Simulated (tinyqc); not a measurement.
From results back to parameters: effective mass of the split-off band from tabulated energies. Three cases, with inputs chosen for the exercise.

Problem. A band follows E (1 + alpha E) = c k^2/m, c = hbar^2/2m0. Its energies at two wave vectors are given.

Constants: hbar^2/2m0 = 3.80998211 eV angstrom^2.
Find: y = c k^2/E; m; alpha.

Method. y = m + m alpha E is a straight line through the two points. A negative alpha means that the band steepens away from the edge, repelled by the bands nearer the gap.

Case 1.

Values chosen (out of a larger set: band of an eight-band Kane model near InP; not measured data): k12 = (0.0123, 0.0328) 1/angstrom (two wave vectors).

energies (meV): 2.80626  23.45937

Solution.

y = c k^2/E (m0): 0.20540  0.17472
m = 0.2096 m0
alpha = -7.09 1/eV

Case 2.

Values chosen (out of a larger set: band of an eight-band Kane model near Ge; not measured data): k12 = (0.0123, 0.0328) 1/angstrom (two wave vectors).

energies (meV): 6.41834  48.34454

Solution.

y = c k^2/E (m0): 0.08981  0.08479
m = 0.0906 m0
alpha = -1.32 1/eV

Case 3.

Values chosen (out of a larger set: band of an eight-band Kane model near CdTe; not measured data): k12 = (0.054, 0.144) 1/angstrom (two wave vectors).

energies (meV): 43.81019  347.49274

Solution.

y = c k^2/E (m0): 0.25359  0.22735
m = 0.2574 m0
alpha = -0.34 1/eV

Computed by tinyqc, one run a case: `OMP_NUM_THREADS=1 python tinyqc.py N N+1 out.jsonl` with N = 1850814, 1850855, 1850878; one thread of a shared Intel(R) Xeon(R) Processor @ 2.30GHz, about 0.01 s a run at most.
